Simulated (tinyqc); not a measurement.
Six-transistor SRAM cell, nodal equations and margins: two steps of the calculation.

Two cross-coupled inverters (pull-down bn, pull-up bp) hold the nodes Q and QB; access transistors (ba, threshold VTn, gate on the word line at Vdd when selected) join them to the bit lines. Transistor (EKV form, voltages against the body): I = 2 n b Vt^2 [F(vp - Vs) - F(vp - Vd)] from drain to source, F(v) = ln^2(1 + exp(v/(2 Vt))), vp = (Vg - VT + sg |Vd - Vs|)/n. n-channel bodies are at 0; for the p-channel device all voltages are counted down from Vdd. b in uA/V^2 gives I in uA. For an access transistor the bit line is the drain and the node the source. In a read both bit lines are at Vdd. The cell is symmetric (no mismatch).

Parameters, values chosen for the exercise:
- T = 250 K (temperature)
- Vdd = 0.8 V (supply voltage)
- n = 1.17 (slope factor)
- sg = 0.033 (drain-induced barrier lowering)
- VTn = 0.42 V (n-channel threshold)
- VTp = 0.28 V (p-channel threshold (magnitude))
- bn = 290 uA/V^2 (gain factor of the pull-down transistor)
- ba = 290 uA/V^2 (gain factor of the access transistor)
- bp = 140 uA/V^2 (gain factor of the pull-up transistor)

Constants: q = 1.602176634e-19 C, kB = 1.380649e-23 J/K, Vt = kB T/q. Results are converted to the units shown.

Task 1. Read current and disturbance. Iread = Ia(bit line at Vdd, source Q); cell ratio bn/ba; time to pull a bit line of 20 fF down by 0.1 V at that current.

(Q, QB) (V): Q 0.10465933, QB 0.79999994

Wanted: Iread; cell ratio; time.

Result 1.

Iread = 9.764 uA
cell ratio = 1.000
time = 204.8 ps

Task 2. The largest square in the read butterfly. f(x) is the node voltage of one half-cell in a read for input x (In - Ip - Ia = 0). Static noise margin: side of the largest square between the curve (x, f(x)) and its mirror image (f(y), y); with h(c) the root x of f(x) - x = c, it is the maximum over c > 0 of h(c) - h(-c) + c.

| point | c (V) |
|---|---|
| 0 | 0.11 |
| 1 | 0.18 |
| 2 | 0.25 |
| 3 | 0.3 |
| 4 | 0.35 |
| 5 | 0.39 |
| 6 | 0.42 |

Wanted: h(c); h(-c); side.

Result 2.

| point | h(c) (V) | h(-c) (V) | side (V) |
|---|---|---|---|
| 0 | 0.4471 | 0.4590 | 0.0981 |
| 1 | 0.4448 | 0.4792 | 0.1456 |
| 2 | 0.4417 | 0.5108 | 0.1809 |
| 3 | 0.4361 | 0.5366 | 0.1995 |
| 4 | 0.4212 | 0.5636 | 0.2077 |
| 5 | 0.3987 | 0.5856 | 0.2030 |
| 6 | 0.3754 | 0.6025 | 0.1929 |

The maximum over c is 207.7 mV, the read margin; with the word line off (no Ia) the same construction gives 325.8 mV.

Computed by the program tinyqc: `OMP_NUM_THREADS=1 python tinyqc.py 2340076 2340077 out.jsonl`, one thread of a shared Intel Xeon 2.30GHz, about 0.1 s for the whole run.
